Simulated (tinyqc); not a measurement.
Resistance of a tapered via with liner, size effect and interface: two steps of the calculation.

A round via whose diameter grows from db at the bottom as D(z) = db + 2 z/tan(ang). The fill, of diameter D - 2 tl, starts above the bottom liner (thickness fb tl) and has rho = rho0 (1 + ks lam/(D - 2 tl)); the sidewall liner conducts in parallel with it. The bottom liner and the interface are crossed over the full area pi db^2/4. Spreading in the lines above and below is left out.

Values chosen for this exercise; fill metal close to ruthenium: diameter at the bottom db = 27 nm; height hv = 45 nm; sidewall angle ang = 88 degrees; bulk resistivity of the fill rho0 = 7.79 uohm cm; mean free path of the fill lam = 6.56 nm; size-effect factor ks = 0.8; liner on the sidewall tl = 0.4 nm; liner at the bottom over that on the sidewall fb = 0.5; resistivity of the liner rl = 280 uohm cm; interface resistivity at the bottom ri = 1.2e-12 ohm cm^2; ballistic conductance per area, about 3/(4 rho0 lam) Sb = 1.5e15 S/m^2.

Question 1. Slices of the via. Slices between z0 = fb tl and hv, evaluated at their midpoints: conductance per length pi/4 [(D - 2 tl)^2/rho + (D^2 - (D - 2 tl)^2)/rl], slice resistance = slice height over that. 10 slices.

Find: z; D; rho; slice resistance.

Answer 1.

```
slice	z (nm)	D (nm)	rho (uohm cm)	slice resistance (ohm)
0	2.4400	27.170	9.3403	0.76458
1	6.9200	27.483	9.3221	0.74532
2	11.400	27.796	9.3044	0.72678
3	15.880	28.109	9.2870	0.70892
4	20.360	28.422	9.2701	0.69170
5	24.840	28.735	9.2535	0.67510
6	29.320	29.048	9.2373	0.65908
7	33.800	29.361	9.2214	0.64363
8	38.280	29.674	9.2059	0.62871
9	42.760	29.986	9.1907	0.61431
```

Question 2. Total resistance. R_fill = sum of the slices; R_bottom = rl fb tl/(pi db^2/4); R_interface = ri/(pi db^2/4); ballistic (Sharvin) limit 1/(Sb pi (db - 2 tl)^2/4); ideal cylinder rho0 hv/(pi db^2/4).

slice resistance, slice 0 to 9 (ohm): 0.76458088  0.74532269  0.72677902  0.70891512  0.69169832  0.67509788  0.65908487  0.64363200  0.62871357  0.61430533

Give: parts; R; shares; ballistic limit; ideal cylinder.

Answer 2.

parts (ohm): fill 6.858, bottom liner 0.9781, interface 0.2096
R = 8.046 ohm
shares (%): fill 85.24, bottom liner 12.16, interface 2.60
ballistic limit = 1.237 ohm
ideal cylinder = 6.123 ohm

The fill is the largest part, and R is 1.31 times the ideal cylinder. With 2000 slices R = 8.0460 ohm.

Numbers from tinyqc (`OMP_NUM_THREADS=1 python tinyqc.py 2750062 2750063 out.jsonl`; about 0.01 s on one thread of a shared Intel Xeon 2.30GHz).
